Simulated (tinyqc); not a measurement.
# Off-state leakage of single and stacked transistors: two studies

n-channel devices of unit width. Subthreshold current I(Vg, Vs, Vd) = I0 (T/300 K)^0.5 exp[(Vg - Vs - VT(T) - gb (Vs - Vb) + dd (Vd - Vs))/(nf Vt)] (1 - exp(-(Vd - Vs)/Vt)), VT(T) = VT - cT (T - 300 K). Gate-edge tunnelling Ig (Vd/1 V) exp(ag (Vd - 1 V)), for a gate at 0 V, and band-to-band leakage Ab u exp(-Bb/u), u = Vd - Vb + 1 V, flow at a drain held at V; both are taken as independent of T. In a stack of off transistors (all gates at 0 V) the same subthreshold current passes through each.

Inputs (values chosen for the exercise); values of the order met in bulk silicon logic transistors:
- T = 330 K (temperature)
- V = 1.2 V (supply voltage)
- VT = 0.33 V (threshold at 300 K, zero drain and body bias)
- cT = 0.5 mV/K (fall of the threshold with temperature)
- I0 = 0.54 uA/um (current at threshold at 300 K)
- nf = 1.37 (slope factor)
- dd = 0.16 (drain-induced lowering per volt)
- gb = 0.15 (rise of the threshold per volt of source-body bias)
- Ig = 0.0007 uA/um (gate-edge tunnelling current at 1 V)
- ag = 3.6 1/V (exponential slope of the gate current)
- Ab = 30 uA/(um V) (prefactor of band-to-band leakage at the drain)
- Bb = 23 V (its exponential voltage)
- Vb = 0 V (body voltage)

Constants: q = 1.602176634e-19 C, kB = 1.380649e-23 J/K, Vt = kB T/q. Results are converted to the units shown.

Each table varies one quantity; the others keep the values above.

## Subthreshold current against the height of the stack

All n gates at 0 V, bottom source at 0 V, top drain at V; node voltages follow from equal currents.

Subthreshold current against the height of the stack:

| n | I (nA/um) | reduction factor | drain voltage of the bottom device (mV) | source voltage of the top device (mV) | voltage across the top device (V) |
|---|---|---|---|---|---|
| 1 | 24.10 | 1.000 | 1200 | 0 | 1.200 |
| 2 | 0.2956 | 81.52 | 130.9 | 130.9 | 1.069 |
| 3 | 0.1248 | 193.0 | 28.73 | 156.5 | 1.043 |
| 4 | 0.07851 | 306.9 | 15.60 | 170.3 | 1.030 |
| 5 | 0.05716 | 421.6 | 10.70 | 179.7 | 1.020 |
| 6 | 0.04491 | 536.6 | 8.142 | 186.9 | 1.013 |

Read the table: what changes, and by how much?

The second transistor cuts the current by a factor of 81.5, the third by a further 2.37 and the sixth by 1.27. The top device keeps 84.4 % of the supply at n = 6, while the drain voltage of the bottom one falls to 0.286 Vt.

## Leakage components against the body voltage

Same model as above.

One transistor with Vg = Vs = 0, Vd = V; stack factor I(one)/I(two in series).

The same in every row: gate edge (nA/um) = 1.726; stack factor = 81.52.

Leakage components against the body voltage:

| Vb (V) | subthreshold (nA/um) | band-to-band (nA/um) | total (nA/um) | largest part |
|---|---|---|---|---|
| 0.2 | 52.04 | 0.6078 | 54.38 | subthreshold |
| 0 | 24.10 | 1.902 | 27.72 | subthreshold |
| -0.2 | 11.16 | 4.958 | 17.84 | subthreshold |
| -0.4 | 5.165 | 11.23 | 18.12 | band-to-band |
| -0.6 | 2.392 | 22.74 | 26.86 | band-to-band |
| -0.8 | 1.107 | 42.14 | 44.97 | band-to-band |
| -1 | 0.5127 | 72.57 | 74.81 | band-to-band |
| -1.2 | 0.2374 | 117.7 | 119.6 | band-to-band |
| -1.4 | 0.1099 | 181.5 | 183.3 | band-to-band |

What does the table show?

As Vb goes from 0.2 to -1.4, the total leakage goes from 54.4 through a minimum of 17.8 (at Vb = -0.2 among the rows listed) to 183 nA/um. The subthreshold part leads at Vb = 0.2, the band-to-band part from -0.4 on. The exact minimum lies at Vb = -0.292 V: reverse body bias lowers the subthreshold part by a decade every nf Vt ln 10/gb = 0.598 V but raises the band-to-band part. The reduction by a stack of two stays at 81.5, for the subthreshold part alone. For Vb = 0.2 the gate is within about 3 nf Vt of threshold, where the exponential law overstates the current. For Vb = 0.2 the body is forward biased; the junction current, left out, is still small at this voltage.

Computed by the program tinyqc: `OMP_NUM_THREADS=1 python tinyqc.py 2242047 2242048 out.jsonl`, one thread of a shared Intel Xeon 2.30GHz, about 0.03 s for the whole run.
